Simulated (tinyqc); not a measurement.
# From equivalent time, total back to ramp rate

Model: rapid thermal processing of a wafer: radiative balance, ramp and cooling, pattern effects, pyrometer error and spike budget. Computed by tinyqc, a small Python program. Command: `OMP_NUM_THREADS=1 python tinyqc.py 3110642 3110643 out.jsonl rtp inv`. One thread of a shared host (Intel(R) Xeon(R) Processor @ 2.30GHz), about 0.1 s of CPU time with the checks.

The wafer is opaque and uniform through its thickness unless said otherwise; temperatures in formulas are in kelvin (C + 273.15). sigma = 5.670374419e-12 W/(cm^2 K^4).

Inputs (values chosen for the exercise, modelled on a hot silicon wafer):
```
quantity                                              value         unit
wafer thickness d                                       725   micrometre
heat capacity per volume C                             2.21   J/(cm^3 K)
thermal conductivity k                                 0.27     W/(cm K)
emissivity eps of each face                            0.68            -
reflectivity of the chamber walls r                    0.84            -
gas heat-transfer coefficient h, both faces together      5  mW/(cm^2 K)
wall temperature T_w                                    350            K
process temperature                                     705            C
starting temperature                                    400            C
activation energy of the process E_a                    2.7           eV
```

Constants: k_B = 8.617333262e-05 eV/K.

Method:
- Effective emissivity between parallel grey plates: eps_eff = 1/(1/eps + 1/(1 - r) - 1). Loss per area q(T) = 2 eps_eff sigma (T^4 - T_w^4) + h (T - T_w).
- Absorbed power during a ramp = q(T) + C d x ramp rate; thermal time constant tau = C d/(dq/dT), dq/dT = 8 eps_eff sigma T^3 + h; natural cooling rate q/(C d); front-to-back difference under one-sided heating at the end of the ramp = (absorbed power) d/(2 k).
- Cooling with the lamps off: C d dT/dt = -q(T), integrated adaptively (relative tolerance 1e-10).
- Spike anneal: linear ramp to the peak, then lamps off. Equivalent time at the peak = int exp(-(E_a/k_B)(1/T - 1/T_peak)) dt; estimate (k_B T^2/E_a)(1/ramp rate + 1/cooling rate). The ramp part uses 4000 trapezoid steps, the cooling part 4000 steps over 4 tau.
- Time within 50 K of the peak from the same curves.

Problem. A run gave the result below. Find the ramp rate, known to lie between 55 and 100 K/s.

equivalent time, total = 1.489064 s

Solution.

Each step takes the trial c = (a f_b - b f_a)/(f_b - f_a), f being the result less the target and a, b, c the logarithms of the listed values; c replaces end b, the old b replaces a if the sign of f changed, and otherwise f_a is halved.

Scan of the range:
```
ramp rate (K/s)  equivalent time, total (s)
55.0                                1.58486
60.8                                1.53492
67.1                                1.49047
74.2                                1.44941
81.9                                1.41293
90.5                                1.37953
100.0                               1.34931
```

False position (Illinois rule, in the logarithm of the input) inside the bracket:
```
step    end a    end b    trial  equivalent time, total (s)
1     67.1000  74.2000  67.3309                     1.48899
2     67.1000  67.3309  67.3102                     1.48913
3     67.3309  67.3102  67.3200                     1.48906
4     67.3102  67.3200  67.3200                     1.48906
```

Equivalent time, total falls at every point of a 13-point scan of the range (every second point is shown), so one value fits; it is bracketed by 67.1 and 74.2. Answer: ramp rate = 67.32 K/s.
